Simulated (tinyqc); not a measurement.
Configuration-coordinate model of a defect: Huang-Rhys factor and luminescence line shape: one step, computed by the program tinyqc.

Ground state E_g(Q) = (1/2) omega_g^2 Q^2; excited state E_e(Q) = E_0 + (1/2) omega_e^2 (Q - dQ)^2 with omega_e = omega_g and E_0 = E_ZPL. Q is mass-weighted; the dipole does not depend on Q (Condon approximation).

Question. Emission lines at zero temperature. From the lowest excited level the line to ground level n lies at E_ZPL - n hbar omega_g with Franck-Condon weight exp(-S) S^n/n!; the emitted intensity carries a further factor E^3. S = S_g; up to eleven lines, of positive energy only, from n = max(0, integer part of S - 5).

Inputs (values chosen for the exercise, for a model defect in a wide-gap host): zero-phonon energy E_ZPL = 2.04 eV; ground-state phonon hbar omega_g = 44 meV.

Modes: equal frequencies in both states.

S_g = 2.412166

Give: Lines.

Answer.

Lines:

| n | energy (eV) | weight | intensity / largest |
|---|---|---|---|
| 0 | 2.040 | 8.9621e-02 | 3.9234e-01 |
| 1 | 1.996 | 2.1618e-01 | 8.8647e-01 |
| 2 | 1.952 | 2.6073e-01 | 1.0000e+00 |
| 3 | 1.908 | 2.0964e-01 | 7.5090e-01 |
| 4 | 1.864 | 1.2642e-01 | 4.2221e-01 |
| 5 | 1.820 | 6.0991e-02 | 1.8960e-01 |
| 6 | 1.776 | 2.4520e-02 | 7.0830e-02 |
| 7 | 1.732 | 8.4495e-03 | 2.2638e-02 |
| 8 | 1.688 | 2.5477e-03 | 6.3187e-03 |
| 9 | 1.644 | 6.8283e-04 | 1.5645e-03 |
| 10 | 1.600 | 1.6471e-04 | 3.4789e-04 |

The weight peaks at n = 2 and the intensity at n = 2.
